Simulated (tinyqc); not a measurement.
Van der Pauw, Hall and four-point-probe measurements on a doped layer: one step of the calculation.

A uniform p-type layer with sheet resistance Rs = 1/(q ns mu), point contacts, low field (mu B small).

Task. New z. The van der Pauw equation exp(-pi RA z) + exp(-pi RB z) = 1 is solved for z = 1/Rs: e1 = exp(-pi RA z), e2 = exp(-pi RB z), f = e1 + e2 - 1, f' = -pi (RA e1 + RB e2), z(new) = z - f/f'.

z at the start = 0.096320552 mS
RA = 2077.4504 ohm
RB = 2503.8273 ohm

Give: e1; e2; f; f'; z after iteration 1.

Result.

e1 = 0.5333
e2 = 0.4688
f = 0.002082
f' = -7.168 kohm
z after iteration 1 = 0.09661 mS

Program tinyqc, `OMP_NUM_THREADS=1 python tinyqc.py 2850156 2850157 out.jsonl`; Intel Xeon 2.30GHz, shared host, one thread, about 0.01 s.
